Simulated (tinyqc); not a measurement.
From results back to parameters: two-level Kane dispersion of a narrow-gap semiconductor. Two cases, with inputs chosen for the exercise.

Problem. In the two-level Kane model E = Eg/2 + sqrt(Eg^2/4 + (2/3) Ep c k^2), c = hbar^2/2m0, and the momentum mass is m(k) = (3/(2 Ep)) sqrt(Eg^2 + (8/3) Ep c k^2). It is given at the Fermi wave vectors kF = (3 pi^2 n)^(1/3) of two densities (1 cm^-3 = 1e-24 angstrom^-3).

Constants: hbar^2/2m0 = 3.80998211 eV angstrom^2.

Find: kF^2; Ep; edge mass; |Eg|.

Method. m^2 = m0*^2 + (6 c/Ep) kF^2 is a straight line in kF^2: the slope gives Ep, the intercept the edge mass, and |Eg| = (2/3) Ep m0*. The sign of Eg does not enter. For Eg < 0 the edge mass does not depend on Dso, which enters only as EF nears it.

Case 1.

Values chosen (out of a larger set: near those of grey Sn; not measured data): n12 = (3e+15, 1.8e+18) cm^-3 (two densities).

masses at the two densities (m0): 0.02647469  0.04537821

Solution.

kF^2 (1/angstrom^2): 1.9908e-05  0.0014162

Ep = 23.5 eV
edge mass = 0.02611 m0
|Eg| = 0.409 eV

Case 2.

Values chosen (out of a larger set: near those of HgTe; not measured data): n12 = (1.2e+15, 2.1e+17) cm^-3 (two densities).

masses at the two densities (m0): 0.02297953  0.03032861

Solution.

kF^2 (1/angstrom^2): 1.0808e-05  0.00033814

Ep = 19.1 eV
edge mass = 0.02270 m0
|Eg| = 0.289 eV

Computed by tinyqc, one run a case: `OMP_NUM_THREADS=1 python tinyqc.py N N+1 out.jsonl` with N = 1051129, 1051135; one thread of a shared Intel(R) Xeon(R) Processor @ 2.30GHz, about 0.01 s a run at most.
